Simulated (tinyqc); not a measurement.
# A square-lattice strip 3 sites wide in a magnetic flux, recursive Green functions: two studies

The device has N = 3 slices of 3 site(s), nearest-neighbour hopping -t, and site energies U; the leads are semi-infinite continuations with site energy 0 and no flux. The hopping from slice i to i + 1 inside the device carries the phase exp(2 pi i f j) on row j = 1, 2, ...: V = <i+1|H|i> = -t diag(exp(2 pi i f j)).

Values chosen for this exercise: hopping (matrix element -t) t = 2.6 eV; site energies, slice by slice (3 a slice) U = [-2.25, -2.98, 0.65, 3.02, 0.2, 3.03, 2.74, 1.94, -0.85] eV; energy E = -6.56 eV; magnetic flux through each plaquette inside the device f = 0.28 h/q.

Each table varies one quantity; the others keep the values above.

## Transmission against energy

Transverse modes n = 1..3: chi_n(j) = sqrt(2/4) sin(pi n j/4), energy e_n = -2 t cos(pi n/4). Sigma = t^2 sum_n chi_n chi_n^T g(E - e_n), g(x) = (x - i sqrt(4 t^2 - x^2))/(2 t^2) for |x| < 2 t and (x - sign(x) sqrt(x^2 - 4 t^2))/(2 t^2) otherwise; Gamma = i (Sigma - Sigma^dagger); both leads give the same. Forward pass: g_1 = (E - H_1 - Sigma)^(-1), g_i = (E - H_i - V g_(i-1) V^dagger)^(-1), with Sigma also subtracted on the last slice; G_(i,1) = g_i V G_(i-1,1), starting from g_1. H_i is the block of slice i: its site energies on the diagonal and -t between neighbouring rows. T(E) = Tr[Gamma G_(N,1) Gamma G_(N,1)^dagger].

Result of one run:

| E (eV) | open modes | T(E) | T(E) per open mode |
|---|---|---|---|
| 0 | 3 | 1.315 | 0.4382 |

What becomes of these results when the energy E is changed from 0 to -5.74 eV, all else the same?

Result of the changed run:

| E (eV) | open modes | T(E) | T(E) per open mode |
|---|---|---|---|
| -5.74 | 1 | 0.1731 | 0.1731 |

The whole series:

| E (eV) | open modes | T(E) | T(E) per open mode |
|---|---|---|---|
| -8.62 | 1 | 0.01209 | 0.01209 |
| -7.18 | 1 | 0.03373 | 0.03373 |
| -5.74 | 1 | 0.1731 | 0.1731 |
| -4.31 | 2 | 0.9224 | 0.4612 |
| -2.87 | 2 | 0.9929 | 0.4964 |
| -1.44 | 3 | 1.251 | 0.4171 |
| 0 | 3 | 1.315 | 0.4382 |
| 1.44 | 3 | 0.9962 | 0.3321 |
| 2.87 | 2 | 0.7105 | 0.3552 |
| 4.31 | 2 | 0.8697 | 0.4349 |
| 5.74 | 1 | 0.6109 | 0.6109 |
| 7.18 | 1 | 0.7694 | 0.7694 |
| 8.62 | 1 | 0.003332 | 0.003332 |

T(E) lies between 0.00333 (E = 8.62 eV) and 1.31 (E = 0 eV) in these rows. The leads offer 1 to 3 open mode(s), of which the mean share 0.35 is transmitted.

## Effect of the flux

Same model as above.

Effect of the flux:

| f (h/q) | T(E) |
|---|---|
| -0.5 | 0.09023 |
| -0.4 | 0.05323 |
| -0.3 | 0.04567 |
| -0.2 | 0.1792 |
| -0.1 | 0.3732 |
| 0 | 0.4438 |
| 0.1 | 0.3732 |
| 0.2 | 0.1792 |
| 0.3 | 0.04567 |
| 0.4 | 0.05323 |
| 0.5 | 0.09023 |

What does the comparison show?

T(E) is the same at f and -f, as it must be for two terminals, and repeats with period 1 in f. It is 0.444 without flux, 0.0902 at half a quantum, and lies between 0.0457 and 0.444 in these rows.

Computed by the program tinyqc: `OMP_NUM_THREADS=1 python tinyqc.py 2660103 2660104 out.jsonl`, one thread of a shared Intel Xeon 2.30GHz, about 0.01 s for the whole run.
